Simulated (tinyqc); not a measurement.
Rutherford backscattering from a thin compound film on silicon: kinematics, yields, composition and thickness: one step, computed by the program tinyqc. Command: `OMP_NUM_THREADS=1 python tinyqc.py 3020880 3020881 out.jsonl rbs walk`. One thread of a shared host (Intel(R) Xeon(R) Processor @ 2.30GHz), about 0.01 s of CPU time with the checks.

Singly charged helium ions (Z1 = 2, M1 = 4.0026 u) enter at the tilt angle a1 to the normal and leave at a2 = |180 - theta - tilt| in the same plane. The film is A B_x.

Problem. Kinematics. Kinematic factor K = [(sqrt(M^2 - M1^2 sin^2 theta) + M1 cos theta)/(M + M1)]^2. Surface edges lie at K E0; substrate silicon has M = 28.09 u. Mass resolution at M_A = resolution/(E0 dK/dM).

Inputs (values chosen for the exercise, modelled on a helium beam on TiN):
```
quantity                    value     unit
beam energy E0                1.9      MeV
scattering angle theta        170  degrees
heavy element: mass M_A      47.9        u
light element: mass M_B        14        u
detector resolution (FWHM)     15      keV
```

Give: kinematic factors; surface edges; mass resolution at M_A.

Solution.

kinematic factors: A 0.71714, B 0.31108, Si 0.56578

surface edges (keV): A 1362.6, B 591.1, Si 1075.0

mass resolution at M_A = 1.5785 u

K flattens for heavy targets, so masses within 1.6 u of A cannot be told apart.
